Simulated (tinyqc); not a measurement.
From results back to parameters: trap in a gate oxide as a short-range spherical well.

Problem. In the Lucovsky model sigma goes as (h nu - Et)^(3/2)/(h nu)^3. The ratio of the cross-sections at h1 and h2 was computed from a hidden Et.

Parameters, chosen for this exercise (out of a larger set: near those of HfO2 on Si; not measured data): h1 = 1.94 eV (first photon energy); h2 = 3.627 eV (second photon energy).

sigma(h1)/sigma(h2) = 0.627100

Find: Et.

Solution. y = [ratio (h1/h2)^3]^(2/3), and Et = (h1 - y h2)/(1 - y): the plot of (sigma (h nu)^3)^(2/3) against h nu is a line through Et.

Et = 1.493 eV

Program tinyqc; command `OMP_NUM_THREADS=1 python tinyqc.py 1251556 1251557 out.jsonl`; about 0.01 s on one thread of a shared Intel(R) Xeon(R) Processor @ 2.30GHz.
